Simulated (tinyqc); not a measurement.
From results back to parameters: carrier statistics of a doped semiconductor with parabolic bands.

Problem. With Boltzmann statistics and no minority carriers, n (n + NA)/(ND - NA - n) = K(T) = (N(T)/2) exp(-E/kB T), E the ionisation energy of the majority dopant and N = 2 (m kB T/(4 pi c))^(3/2) with c = hbar^2/2m0, in 1/angstrom^3; times 1e24 for 1/cm^3, m = m_d. E = ED is known; the two densities were computed from hidden ND and NA.

Constants: hbar^2/2m0 = 3.80998211 eV angstrom^2; kB = 8.617333262e-05 eV/K.

Inputs chosen for the exercise (near those of GaN; the results hold for these values, not for the real material):
- ED = 0.0221 eV (donor level below Ec)
- m_d = 0.2 m0 (density-of-states mass of the majority band)
- Ta = 27 K
- Tb = 64 K

n(Ta) = 1.135199e+13 1/cm^3
n(Tb) = 7.612347e+15 1/cm^3

Find: K(Ta), K(Tb); ND; NA.

Solution. Each temperature gives one linear equation, K ND - (K + n) NA = n^2 + K n; solve the pair.

K(Ta), K(Tb) (1/cm^3): 2.271e+12  2.011e+15

ND = 1.80e+17 1/cm^3
NA = 3.00e+16 1/cm^3

Program tinyqc; command `OMP_NUM_THREADS=1 python tinyqc.py 1651493 1651494 out.jsonl`; about 0.01 s on one thread of a shared Intel(R) Xeon(R) Processor @ 2.30GHz.
